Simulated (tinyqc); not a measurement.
# Worked calculation: p-n heterojunction, non-linear Poisson equation by Newton steps, Boltzmann statistics

Computed by the program tinyqc: `OMP_NUM_THREADS=1 python tinyqc.py 2040078 2040079 out.jsonl`, one thread of a shared Intel Xeon 2.30GHz, about 0.04 s for the whole run. Printed values are rounded; ~0 in a residual or rate marks an entry under 1e-11 of the largest of its column.

One dimension, material 1 (p-type) at x < 0 and material 2 (n-type) at x > 0. Band edges: Ec = -psi in material 1 and -psi + dEc in material 2, Ev = Ec - Eg. Flat quasi-Fermi levels: 0 for holes, +V for electrons. n = Nc F((EFn - Ec)/Vt), p = Nv F((Ev - EFp)/Vt), with F(eta) = exp(eta) (Boltzmann statistics); full ionisation, no interface charge, classical densities; the doping types are chosen for the exercise.

Parameters, values chosen for the exercise; band and dielectric values those of a made-up pair:
- T = 300 K (temperature)
- Eg1 = 1.51 eV (band gap of material 1)
- er1 = 12.9 (relative permittivity of material 1)
- Nc1 = 5.15e17 cm^-3 (conduction-band density of states of material 1)
- Nv1 = 9.13e18 cm^-3 (valence-band density of states of material 1)
- Eg2 = 0.765 eV (band gap of material 2)
- er2 = 16.3 (relative permittivity of material 2)
- Nc2 = 2.15e17 cm^-3 (conduction-band density of states of material 2)
- Nv2 = 8.43e18 cm^-3 (valence-band density of states of material 2)
- dEc = -0.46 eV (conduction-band offset Ec2 - Ec1)
- N1 = 4e17 cm^-3 (acceptor density of material 1)
- N2 = 2.5e16 cm^-3 (donor density of material 2)
- V = 0 V (bias of side 1 against side 2)

Constants: q = 1.602176634e-19 C, kB = 1.380649e-23 J/K, Vt = kB T/q, eps0 = 8.8541878128e-14 F/cm where lengths are in cm. Results are converted to the units shown.

Range of the model: At the interface a carrier density exceeds a fifth of the band density of states, where Boltzmann statistics overestimate it.

## Offsets and end potentials

dEv = Ev1 - Ev2 = Eg2 - Eg1 - dEc. Neutrality of the majority carriers far from the junction: Nv1 F((-psi_L - Eg1)/Vt) = N1 and Nc2 F((V + psi_R - dEc)/Vt) = N2. Total bending psi_R - psi_L.

dEv = -0.285 eV
psi_L = -1.42914 V
psi_R = -0.515627 V
psi_R - psi_L = 0.913511 V

The alignment is straddling (type I): dEc and dEv have the same sign.

## Permittivity of the intervals

x, node 0 to 10 (nm): -91.5  -52.6  -28.1  -12.7  -3.05  3.05  16.3  45.3  108  245  544

er1 or er2; the interface lies midway in its interval, which gets the series value 2 er1 er2/(er1 + er2).

eps_r, interval 0 to 9: 12.9  12.9  12.9  12.9  14.4021  16.3  16.3  16.3  16.3  16.3

## Couplings between neighbouring nodes

a_i = eps0 eps_r/h_i for the interval from node i to i + 1, with h_i = x_(i+1) - x_i in cm.

coupling a_i, interval 0 to 9 (F/cm^2): 2.93622e-7  4.66200e-7  7.41682e-7  1.18362e-6  2.09047e-6  1.08923e-6  4.97666e-7  2.30181e-7  1.05345e-7  4.82686e-8

## Starting potential

material, node 0 to 10: 1  1  1  1  1  2  2  2  2  2  2

psi_L on the nodes of material 1 and psi_R on those of material 2.

psi at the start, node 0 to 10 (V): -1.42914  -1.42914  -1.42914  -1.42914  -1.42914  -0.51563  -0.51563  -0.51563  -0.51563  -0.51563  -0.51563

## Iteration 1: densities, residual and Jacobian diagonal

n_i = Nc F(a_n), a_n = (V - Ec_i)/Vt; p_i = Nv F(a_p), a_p = (Ec_i - Eg)/Vt; rho_i = p_i - n_i + C_i with C = -N1 or +N2; g_i = (n_i + p_i)/Vt. Box widths w_i = (h_(i-1) + h_i)/2 in cm. Residual F_i = a_i (psi_(i+1) - psi_i) - a_(i-1) (psi_i - psi_(i-1)) + q rho_i w_i; Jacobian: a_(i-1) and a_i beside the diagonal, b_i = -a_(i-1) - a_i - q g_i w_i on it. The two end nodes are fixed.

```
node   n (cm^-3)  p (cm^-3)
0     5.05050e-7       4e17
1     5.05050e-7       4e17
2     5.05050e-7       4e17
3     5.05050e-7       4e17
4     5.05050e-7       4e17
5         2.5e16  1.02068e7
6         2.5e16  1.02068e7
7         2.5e16  1.02068e7
8         2.5e16  1.02068e7
9         2.5e16  1.02068e7
10        2.5e16  1.02068e7
```

```
node  residual F (C/cm^2)  diagonal b (F/cm^2)
1                      ~0          -8.61825e-6
2                      ~0          -6.15348e-6
3                      ~0          -5.03024e-6
4              1.90967e-6          -5.22630e-6
5             -1.90967e-6          -3.32960e-6
6                      ~0          -1.91420e-6
7                      ~0          -1.43824e-6
8                      ~0          -1.88258e-6
9             3.56499e-17          -3.53125e-6
```

## Iteration 1: Newton step

Solve the tridiagonal system a_(i-1) d_(i-1) + b_i d_i + a_i d_(i+1) = -F_i for nodes 1 to 9, with d = 0 on fixed nodes. Each component d is damped to sign(d) Vt ln(1 + |d|/Vt) before it is added.

Newton step d, before damping, node 1 to 9 (V): 0.000191  0.003537  0.029228  0.122000  -0.625053  -0.391606  -0.138215  -0.016928  -0.000505
psi after iteration 1, node 0 to 10 (V): -1.42914  -1.42895  -1.42582  -1.40958  -1.38406  -0.59903  -0.58754  -0.56340  -0.52865  -0.51613  -0.51563

## Iteration 2: densities, residual and Jacobian diagonal

As before.

```
node   n (cm^-3)   p (cm^-3)
0     5.05050e-7        4e17
1     5.08788e-7  3.97061e17
2     5.74157e-7  3.51855e17
3     1.07606e-6  1.87741e17
4     2.88846e-6  6.99403e16
5     9.92925e14   2.56989e8
6     1.54818e15   1.64820e8
7     3.93925e15   6.47766e7
8     1.51077e16   1.68902e7
9     2.45210e16   1.04062e7
10        2.5e16   1.02068e7
```

```
node  residual F (C/cm^2)  diagonal b (F/cm^2)
1            -9.19025e-11          -8.56051e-6
2             -4.80130e-9          -5.55822e-6
3             -2.44248e-8          -3.38261e-6
4              1.56923e-6          -3.61543e-6
5             -1.62485e-6          -3.18565e-6
6              7.44525e-9          -1.60717e-6
7              1.14547e-8          -8.39783e-7
8              9.14563e-9          -1.27042e-6
9             3.78120e-10          -3.46653e-6
```

## Iteration 2: Newton step

As before.

Newton step d, before damping, node 1 to 9 (V): 0.000045  0.001029  0.014158  0.060452  -0.654124  -0.537377  -0.318704  -0.050664  -0.001431
psi after iteration 2, node 0 to 10 (V): -1.42914  -1.42890  -1.42481  -1.39829  -1.35289  -0.68355  -0.66720  -0.63035  -0.55670  -0.51752  -0.51563

## Course of the Newton iteration

Stop when the largest undamped |d| is below 1e-9 V, or after 80 iterations.

Course of the iteration:
```
iteration  largest |F| (C/cm^2)  largest |d| (V)  at node
1                       1.91e-6            0.625        5
2                       1.62e-6            0.654        5
3                       1.38e-6            0.614        5
4                       1.20e-6            0.549        5
5                       1.05e-6            0.474        5
6                       8.94e-7            0.398        5
7                       7.40e-7            0.320        5
8                       5.86e-7            0.213        5
9                       3.98e-7           0.0791        4
10                      1.94e-7           0.0665        4
11                      1.00e-7           0.0361        4
12                      4.13e-8           0.0138        4
13                      8.81e-9          2.77e-3        4
14                     4.52e-10          1.38e-4        4
15                     1.21e-12          3.69e-7        4
16                     8.65e-18         2.64e-12        4
```

Converged in 16 iterations. Once the step is below 0.1 Vt, 2 more iteration(s) reach the threshold: near the solution the error is roughly squared each time.

## Band edges, densities and displacement

converged psi, node 0 to 10 (V): -1.42914  -1.42850  -1.41749  -1.34804  -1.23964  -1.15414  -1.07101  -0.92090  -0.67635  -0.52090  -0.51563

Ec, Ev, n and p as defined; D = a_k (psi_(k+1) - psi_k) on the interval that holds the interface.

```
node  Ec (eV)    Ev (eV)   n (cm^-3)   p (cm^-3)
0     1.42914  -0.080861  5.05050e-7        4e17
1     1.42850  -0.081499  5.17654e-7  3.90261e17
2     1.41749  -0.092510  7.92544e-7  2.54901e17
3     1.34804  -0.161963  1.16355e-5  1.73624e16
4     1.23964  -0.270357  7.70418e-4  2.62221e14
5     0.69414  -0.070856   4.69175e5  5.43872e17
6     0.61101  -0.153989   1.16926e7  2.18232e16
7     0.46090  -0.304097   3.88699e9  6.56475e13
8     0.21635  -0.548646  4.98721e13   5.11651e9
9     0.06090  -0.704096  2.03844e16   1.25180e7
10    0.05563  -0.709373      2.5e16   1.02068e7
```

D = 178.733 nC/cm^2

## Check against the first integral

Exact first integral: on each side D^2/(2 eps0 er) = G, G = q [Vt (nI_j - nI_b) + Vt (pI_j - pI_b) - C (psi_j - psi_b)], with C = -N1 or +N2, b the neutral end of that side, and nI, pI the densities themselves. D is continuous, so er1 G1(psi_j) = er2 G2(psi_j) fixes psi_j. Ends from Nv1 F((-psi_L - Eg1)/Vt) = N1 and Nc2 F((V + psi_R - dEc)/Vt) = N2. D is counted positive when psi rises towards material 2.

psi_j = -1.18796 V
D = 177.551 nC/cm^2
psi_j - psi_L = 0.241181 V
psi_R - psi_j = 0.672330 V
Ec1 - EFn at the interface = 1.18796 eV
Ec2 - EFn at the interface = 0.727958 eV

Material 2 takes 73.6 % of the bending. The 11-node mesh gave D = 178.7 nC/cm^2, 0.67 % above the exact value in size.
